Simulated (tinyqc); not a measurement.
# Undoped symmetric double-gate MOSFET, analytic potential model: what changes with what

An undoped body of thickness ts between two equal insulators and tied gates; long channel, electrons only, n = ni exp((psi - V)/Vt) with V the quasi-Fermi potential (0 at the source, Vd at the drain), constant mobility, no quantisation. Across the body psi(x) = V - 2 Vt ln[(ts/(2 beta)) sqrt(q ni/(2 eps0 eps_r Vt)) cos(2 beta x/ts)], x from the centre. Q is the electron charge per area of the whole body.

Values chosen for this exercise; material values close to those of silicon:
```
symbol    value        unit                                             meaning
T           293           K                                         temperature
Eg         1.12          eV                                            band gap
eps_r      11.5                      relative permittivity of the semiconductor
Nc      2.69e19       cm^-3              conduction-band density of states at T
Nv      2.51e19       cm^-3                 valence-band density of states at T
eox        7.47                     relative permittivity of the gate insulator
tox         1.7          nm                                 insulator thickness
ts           10          nm                                      body thickness
dphi       0.23           V  gate work function less that of the intrinsic body
mu          530  cm^2/(V s)                                    channel mobility
L             2          um                                         gate length
Vd          0.3           V                                       drain voltage
```

Constants: q = 1.602176634e-19 C, kB = 1.380649e-23 J/K, Vt = kB T/q, eps0 = 8.8541878128e-14 F/cm where lengths are in cm. Results are converted to the units shown.

Each table varies one quantity; the others keep the values above.

## Effect of the gate work function less that of the intrinsic body

ni = sqrt(Nc Nv) exp(-Eg/(2 Vt)), Eg in volts; r = eps_r tox/(eox ts); V0 = dphi + 2 Vt ln[(2/ts) sqrt(2 eps0 eps_r Vt/(q ni))]. beta (between 0 and pi/2) solves (Vg - V0 - V)/(2 Vt) = ln(beta) - ln(cos beta) + 2 r beta tan(beta). Q = 8 eps0 eps_r Vt beta tan(beta)/ts; I = mu (1/L)(4 eps0 eps_r/ts)(2 Vt)^2 [g(beta_s) - g(beta_d)] per width, g = beta tan(beta) - beta^2/2 + r beta^2 tan^2(beta), with beta_s at V = 0 and beta_d at V = Vd.  I(low) is taken at Vg = 0.46 V, Qs and I(high) at Vg = 1.21 V.

Result of one run:
```
dphi (V),V0 (V),I(low) (nA/um),Qs(high) (nC/cm^2),I(high) (uA/um)
0.28,0.7641,0.008104,2488,121.7
```

What becomes of these results when the gate work function less that of the intrinsic body dphi is changed from 0.28 to 0.33 V, all else the same?

Result of the changed run:
```
dphi (V),V0 (V),I(low) (nA/um),Qs(high) (nC/cm^2),I(high) (uA/um)
0.33,0.8141,0.001119,2154,98.05
```

The whole series:
```
dphi (V),V0 (V),I(low) (nA/um),Qs(high) (nC/cm^2),I(high) (uA/um)
0.08,0.5641,22.02,3872,225.4
0.13,0.6141,3.076,3520,198.5
0.18,0.6641,0.4252,3171,172.2
0.23,0.7141,0.05871,2827,146.5
0.28,0.7641,0.008104,2488,121.7
0.33,0.8141,0.001119,2154,98.05
0.38,0.8641,1.544e-4,1828,75.88
```

As dphi goes from 0.08 to 0.38 V, I(low) falls from 22.0 to 1.54e-4 nA/um and I(high) falls from 225 to 75.9 uA/um. V0 rises from 0.564 to 0.864 V. In every row the surface density at the source at the higher gate voltage passes 0.3 Nc, where Boltzmann statistics fail.

## Transfer curve and volume inversion

Q = 8 eps0 eps_r Vt beta tan(beta)/ts; I = mu (1/L)(4 eps0 eps_r/ts)(2 Vt)^2 [g(beta_s) - g(beta_d)] per width, g = beta tan(beta) - beta^2/2 + r beta^2 tan^2(beta), with beta_s at V = 0 and beta_d at V = Vd. The drop is psi(surface) - psi(centre) at the source end; C = dQs/dVg, Cg = 2 eps0 eox/tox; gm = dI/dVg.

Results:
```
Vg (V),Qs (nC/cm^2),drop (mV),C/Cg,I (uA/um),gm/I (1/V)
0.41,0.0012111,1.4868e-4,6.1644e-6,8.1035e-6,39.606
0.56,0.45880,0.056302,0.0023264,0.0030756,39.530
0.86,654.38,52.306,0.64888,14.037,12.345
1.01,1512.1,85.186,0.79872,55.745,6.7752
1.16,2487.7,107.43,0.86514,121.73,3.9910
1.31,3519.8,123.65,0.90021,198.51,2.6803
1.46,4583.8,136.27,0.92136,280.24,1.9821
1.61,5667.9,146.53,0.93534,364.68,1.5609
```

Estimate the missing row, Vg = 0.71 V.

Computed row:
```
Vg (V),Qs (nC/cm^2),drop (mV),C/Cg,I (uA/um),gm/I (1/V)
0.71,86.847,9.9532,0.26298,0.78280,29.400
```

With this row back in the table: The current rises from 8.10e-6 to 365 uA/um. In the first row gm/I is 39.6 1/V, within 0.01 % of 1/Vt: with no depletion charge the whole body follows the gate, and the swing is ideal. The drop between surface and centre goes from 1.5e-4 to 147 mV and passes Vt at Vg = 0.86 V among the rows; below that the density varies across the body by less than a factor of e (volume inversion). C reaches 0.94 of Cg in the last row. For Vg = 0.86 to 1.61 V the surface density at the source passes 0.3 Nc, where Boltzmann statistics fail.

Computed by the program tinyqc: `OMP_NUM_THREADS=1 python tinyqc.py 2440014 2440015 out.jsonl`, one thread of a shared Intel Xeon 2.30GHz, about 0.02 s for the whole run.
